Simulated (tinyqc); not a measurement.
Plane-wave Kohn-Sham cycle with exchange-only LDA in a layered model solid, step by step. One step of it, computed by the program tinyqc.

Question. Iteration 1: potential. V_H(G) = 4 pi rho(G)/G^2 for G != 0 (uniform background); v_x = -(3 rho/pi)^(1/3); V = V_ext + V_H + v_x; Fourier components f(G_m) = (1/N) sum_j f(x_j) exp(-i G_m x_j).

A solid whose potential varies along x alone (atomic units):
```
parameter                      value
period a                   14.700000
cross-section of the cell  31.000000
electrons per cell                 2
grid points                       16
plane waves -n..n, n               3
k points                           4
V1 in V1 cos(2 pi x/a)     -0.610000
```

density at the start, on the grid x_j = j a/N (e/bohr^3): [0.00438885, 0.00438885, 0.00438885, 0.00438885, 0.00438885, 0.00438885, 0.00438885, 0.00438885, 0.00438885, 0.00438885, 0.00438885, 0.00438885, 0.00438885, 0.00438885, 0.00438885, 0.00438885]

Give: Potentials on the grid; V(G_m), m = 0, 1, 2, ....

Answer.

Potentials on the grid (hartree):
```
x        V_ext    V_H     v_x       V
0.000   -0.610  0.000  -0.161  -0.771
0.919   -0.564  0.000  -0.161  -0.725
1.837   -0.431  0.000  -0.161  -0.593
2.756   -0.233  0.000  -0.161  -0.395
3.675        0  0.000  -0.161  -0.161
4.594    0.233  0.000  -0.161   0.072
5.513    0.431  0.000  -0.161   0.270
6.431    0.564  0.000  -0.161   0.402
7.350    0.610  0.000  -0.161   0.449
8.269    0.564  0.000  -0.161   0.402
9.188    0.431  0.000  -0.161   0.270
10.106   0.233  0.000  -0.161   0.072
11.025       0  0.000  -0.161  -0.161
11.944  -0.233  0.000  -0.161  -0.395
12.863  -0.431  0.000  -0.161  -0.593
13.781  -0.564  0.000  -0.161  -0.725
```

V(G_m), m = 0, 1, 2, ... (hartree): [-0.161, -0.305, 0.000, 0.000, 0.000, 0.000, 0.000]
